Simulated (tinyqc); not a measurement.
What moves the results: round or elliptic silicon nanowire with anisotropic valleys (Ritz method). A value that a table varies takes the place of the one given here.

Wire along x = [100] on a (001) wafer, y = [010], z = [001]. Valley groups, two valleys each (w = inverse masses): A, axis along z: w_y = 1/mt, w_z = 1/ml, m_x = mt; B, axis along y: w_y = 1/ml, w_z = 1/mt, m_x = mt; C, axis along x: w_y = w_z = 1/mt, m_x = ml.

Hard wall on the ellipse (y/a)^2 + (z/b)^2 = 1, c = hbar^2/2m0. With u = y/a, v = z/b the operator is -c [(w_y/a^2) d2/du2 + (w_z/b^2) d2/dv2] on the unit disc. Basis (1 - u^2 - v^2) u^i v^j; S, X and Y are the disc integrals of f f', (df/du)(df'/du) and (df/dv)(df'/dv), from the integral of u^p v^q = 2 Gamma((p+1)/2) Gamma((q+1)/2)/((p + q + 2) Gamma((p+q+2)/2)) for even p, q; H = c (w_y X/a^2 + w_z Y/b^2).

Converged values use 21 functions of each parity class (e or o in u, then in v).

Constants: hbar^2/2m0 = 3.80998211 eV angstrom^2.

Values chosen for the exercise (near those of a Si nanowire; not measured data):
- ml = 0.917 m0 (longitudinal mass)
- mt = 0.191 m0 (transverse mass)
- a = 36 angstrom (semi-axis along y)
- b = 36 angstrom (semi-axis along z)
- asp = (0.4, 0.6, 0.8, 1, 1.3, 1.8, 2.5) (ratios a/b)
- area = 40.7 nm^2 (cross-section, kept fixed)
- hw = 1.5 (height over mean width)

## Size of the basis

Lowest level of each group with 1, 3, 6 and 21 even functions.

Levels (meV):
```
functions      A      B      C
1          55.79  55.79  92.35
3          52.92  52.92  89.03
6          52.87  52.87  89.01
21         52.87  52.87  89.01
```

One function errs by 5.5 % for A, 5.5 % for B and 3.7 % for C, six by 0.0003, 0.0003 and 1.5e-05 meV. The error grows with the axis ratio of the stretched ellipse (2.19, 2.19, 1.00); for a circle it is 6/5.783 - 1 = 3.7 %.

## Flattening the wire at fixed area

a = sqrt(area x ratio/pi), b = a/ratio, 1 nm^2 = 100 angstrom^2; lowest level of each group.

Levels (eV):
```
a/b  a (angstrom)  b (angstrom)       A       B       C
0.4          22.8          56.9  0.1072  0.0410  0.1261
0.6          27.9          46.5  0.0763  0.0421  0.1002
0.8          32.2          40.2  0.0613  0.0468  0.0911
1.0          36.0          36.0  0.0529  0.0529  0.0890
1.3          41.0          31.6  0.0460  0.0631  0.0920
1.8          48.3          26.8  0.0414  0.0811  0.1039
2.5          56.9          22.8  0.0410  0.1072  0.1261
```

Each group is lowest where its stretched ellipse is a circle, at a/b = sqrt(w_y/w_z): 2.19 for A, 0.46 for B and 1.00 for C. The lowest group is B in the first row and A in the last, A and B crossing at a/b = 1 by symmetry; B - A is -66 meV in the first row and +66 meV in the last.

## Shape of the cross-section

Equal area, hard walls, lowest level of -c (w_y d2/dy2 + w_z d2/dz2), c = hbar^2/2m0. Rectangle W x H with H/W = hw; ellipse with b/a = hw; trapezoid of height H, base W/0.8 and top 0.6 of the base; isosceles triangle of height H and base 2W. Ellipse, trapezoid and triangle by converged Ritz bases; 1 nm^2 = 100 angstrom^2.

Levels:
```
shape      A (eV)  B (eV)  B - A (meV)
rectangle  0.0793  0.0474        -31.9
ellipse    0.0702  0.0434        -26.8
trapezoid  0.0745  0.0483        -26.2
triangle   0.0563  0.0638          7.4
```

W = 52.1 angstrom
H = 78.1 angstrom

For group A the order is triangle, ellipse, trapezoid, rectangle, spanning 41 %. For group B the order is ellipse, rectangle, trapezoid, triangle, spanning 47 %. The ellipse lies below the rectangle for both groups, since corners hold little of the wave function. The triangle is lowest for A, whose light mass lies across the width and gains from the wide base. The spacing B - A of the valley groups runs from -32 to 7 meV.

## What each parameter does

Lowest level of groups A and B. Each row changes one parameter from the base and keeps the others.

Results:
```
case             A (eV)  B (eV)  B - A (meV)
base             0.0529  0.0529          0.0
a = 39 angstrom  0.0465  0.0513          4.8
b = 39 angstrom  0.0513  0.0465         -4.8
ml = 1.027 m0    0.0518  0.0518          0.0
mt = 0.21 m0     0.0490  0.0490          0.0
```

The largest shifts from the base row, up to three for each result and ties (the steps differ in size, so this ranks the rows, not the parameters). A (eV): a -0.0063, mt -0.0039, b -0.0015. B (eV): b -0.0063, mt -0.0039, a -0.0015. B - A (meV): a +4.8, b -4.8; unchanged at the printed digits by ml and mt.

Program tinyqc; command `OMP_NUM_THREADS=1 python tinyqc.py 1252302 1252303 out.jsonl`; about 0.06 s on one thread of a shared Intel(R) Xeon(R) Processor @ 2.30GHz.
